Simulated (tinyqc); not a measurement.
What moves the results: valley splitting of a silicon quantum well in envelope theory. A value that a table varies takes the place of the one given here.

The well lies at 0 < z < L; U(z) = V0 [1/(1 + exp(z/w)) + 1/(1 + exp((L - z)/w))] - e F z, 1 mV/nm = 1e-4 eV/angstrom. The envelope psi solves -(c/ml) psi'' + U psi = E psi, c = hbar^2/2m0, by three-point differences on a grid of 0.1 angstrom from -40 to L + 40 angstrom. The two valleys at +/- k0 couple through D = C0 times the integral of exp(-i q z) U(z) psi^2, q = 2 k0 (2 pi/a), and split by Ev = 2|D|.

Random alloy: with Y(z) = Yw + (Yb - Yw) B(z), B the bracket in U, and in-plane density exp(-r^2/ad^2)/(pi ad^2), D gains a random complex part of variance sigma^2 = (C0^2/pi)(a^2 V0/(8 ad (Yb - Yw)))^2 (4/a) times the integral of psi^4 Y (1 - Y). Alone it gives a mean splitting sqrt(pi) sigma; together with the smooth part the rms splitting is 2 sqrt(|D|^2 + sigma^2).

Constants: hbar^2/2m0 = 3.80998211 eV angstrom^2.

Inputs chosen for the exercise (near those of a strained Si well in SiGe; not measured data): L = 44 angstrom (well width); V0 = 0.15 eV (conduction offset); ml = 0.9 m0 (mass along z); F = 7.3 mV/nm (field pressing towards the upper interface); k0 = 0.853 2 pi/a (valley position); a = 5.431 angstrom (lattice constant); C0 = 0.276 (Bloch overlap factor); Yb = 0.24 (Ge share of the barrier); Yw = 0 (Ge share of the well); ad = 190 angstrom (dot radius); ws = (0.2, 0.6, 0.9, 1.5, 2.3, 3.1, 3.9) angstrom (interface widths); Ls = (44, 45.4, 46.7, 48.1, 49.4, 50.8, 52.1, 53.5) angstrom (widths in steps of one atomic layer, a/4, rounded to the grid); F2 = 0.5 mV/nm (second field, zero or weak); w1 = 0.6 angstrom (interface width for this table); w = 0.9 angstrom (interface width parameter).

## Sharpness of the interface

The smooth part 2|D| and the disorder part against w, beside y/sinh(y) with y = pi q w. The 12 to 88 % width of the step is 4w.

Results:
```
w (angstrom)  4w (angstrom)  2|D| (micro-eV)  y/sinh(y)  sqrt(pi) sigma (micro-eV)
0.2                     0.8           217.96       0.78                       10.1
0.6                     2.4            58.75       0.18                       11.5
0.9                     3.6            14.73      0.042                       13.0
1.5                     6.0             0.58     0.0017                       17.0
2.3                     9.2             0.01    1.8e-05                       24.0
3.1                    12.4             0.00    1.7e-07                       32.9
3.9                    15.6             0.00    1.5e-09                       43.1
```

What can be read from the table?

The smooth part needs a Fourier component of U psi^2 at a wavelength of 3.18 angstrom; from the first row to the third it falls by a factor 14.8, while y/sinh(y) falls by 18.6 (the envelope near the step and the phase between the two interfaces change too). The disorder part goes from 10.1 to 43.1 micro-eV, growing as the electron overlaps more alloy. It takes over between w = 0.9 and 1.5 angstrom, that is a step 3.6 to 6.0 angstrom wide, with 1.36 angstrom to an atomic layer.

## Adding atomic layers

The smooth splitting Ev = 2|D| with w = w1, at the field F2 and at F.

Results:
```
L (angstrom)  q L mod 2 pi  Ev at F2 (micro-eV)  Ev at F (micro-eV)
44.0                  5.16                 48.8                58.8
45.4                  1.64                 8.21                38.1
46.7                  4.21                 44.7                55.1
48.1                  0.69                 13.3                39.2
49.4                  3.25                 32.3                46.9
50.8                  6.02                 26.3                43.7
52.1                  2.30                 16.2                39.7
53.5                  5.06                 30.9                45.3
```

What can be read from the table?

At F2 the splitting swings between 8.21 and 48.8 micro-eV, a ratio of 5.94, as the two interfaces add with the phase q L, which advances on average by 2.68 rad a layer. At F the ratio is 1.54, where in the first row psi^2 at the upper interface is 4.17 times that at the lower one: the field unbalances the two contributions, which fills in the minima.

## What each parameter does

Orbital spacing, psi^2 at z = L, the smooth splitting and sigma; V0 is held fixed when Yw changes. Each row changes one parameter from the base and keeps the others.

Results:
```
case               E2 - E1 (meV)  psi^2(L) (1e-3/angstrom)  2|D| (micro-eV)  sigma (micro-eV)
base                       42.77                     6.036            14.73               7.3
ad = 230 angstrom          42.77                     6.036            14.73               6.0
Yw = 0.03                  42.77                     6.036            14.73              53.6
L = 50 angstrom            36.09                     5.328            11.70               6.3
V0 = 0.188 eV              45.09                     4.870            15.52               7.5
w = 0.63 angstrom          42.40                     6.190            51.70               6.5
F = 10.95 mV/nm            44.36                     7.829            17.25               9.3
k0 = 0.833 2 pi/a          42.77                     6.036            12.57               7.3
C0 = 0.331                 42.77                     6.036            17.67               8.8
```

What can be read from the table?

The largest shifts from the base row, up to three for each result and ties (the steps differ in size, so this ranks the rows, not the parameters). E2 - E1 (meV): L -6.68, V0 +2.33, F +1.60; unchanged at the printed digits by ad, Yw, k0 and C0. psi^2(L) (1e-3/angstrom): F +1.793, V0 -1.166, L -0.708; unchanged at the printed digits by ad, Yw, k0 and C0. 2|D| (micro-eV): w +36.97, L -3.03, C0 +2.94; unchanged at the printed digits by ad and Yw. sigma (micro-eV): Yw +46.3, F +2.0, C0 +1.5; unchanged at the printed digits by k0.

(tinyqc, `OMP_NUM_THREADS=1 python tinyqc.py 1281516 1281517 out.jsonl`, Intel(R) Xeon(R) Processor @ 2.30GHz, 1 thread, shared host, about 0.1 s.)
